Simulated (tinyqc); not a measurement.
Orbital energy against energy difference: ionisation energy by orbital energies and by energy differences in the 6-31g* basis, for BeH2, spin multiplicity 1. Computed by the program tinyqc with PySCF. 

Geometry (angstrom):
```
atom,x,y,z
Be,0.0000,0.0000,0.0000
H,0.0000,1.2420,0.0350
H,0.0000,-1.2260,0.0350
```

CCSD(T) difference in the same basis = 11.9591 eV

IP-EOM-CCSD = 12.0099 eV

The cation is unrestricted; errors are against CCSD(T) in this basis, not against experiment.

First vertical ionisation energy (eV):
```
method,-e(HOMO),E(cation) - E,error of -e(HOMO),error of the difference
HF,12.4685,11.623851,0.5095,-0.3352
LDA,7.5064,11.885553,-4.4527,-0.0735
PBE,7.5229,11.908089,-4.4362,-0.0510
B3LYP,8.7524,12.165133,-3.2067,0.2060
PBE0,8.9396,12.094674,-3.0195,0.1356
CAM-B3LYP,10.4598,12.259418,-1.4993,0.3003
LC-wPBE,11.9419,12.407896,-0.0172,0.4488
```

Koopmans errs by +0.51 eV and Delta-HF by -0.34 eV: relaxation, 0.84 eV, lowers the value and the missing correlation difference works against it. The PBE level is off by -4.4 eV through the wrong tail of its potential, though its energy difference is off by -0.05 eV; exact exchange deepens the level, and among the orbital energies LC-wPBE comes closest; among the differences PBE does.
